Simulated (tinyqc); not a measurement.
Rayleigh-quotient iteration on a symmetric matrix, step by step. One step of it, computed by the program tinyqc.

Question. Step 2. solve (A - shift) w = v; v' = w/|w| with its largest component positive (the first on a tie); lambda = v'^T A v'; the next shift is lambda.

A, lower triangle:
```
,1,2,3,4,5,6
1,0.146000
2,0.397000,0.236000
3,-0.170000,-0.145000,0.863000
4,-0.313000,0.062000,-0.469000,1.016000
5,-0.339000,-0.317000,0.356000,-0.205000,1.205000
6,0.165000,-0.330000,0.589000,0.369000,0.493000,1.222000
```

vector after step 1: 0.598027  0.479705  0.337417  -0.287618  -0.427797  0.180729

Rayleigh quotient after step 1 = 0.929122

Give: vector after step 2; Rayleigh quotient after step 2.

Answer.

vector after step 2: -0.4545  -0.2211  -0.3490  0.1352  0.6075  -0.4851

Rayleigh quotient after step 2 = 0.9304
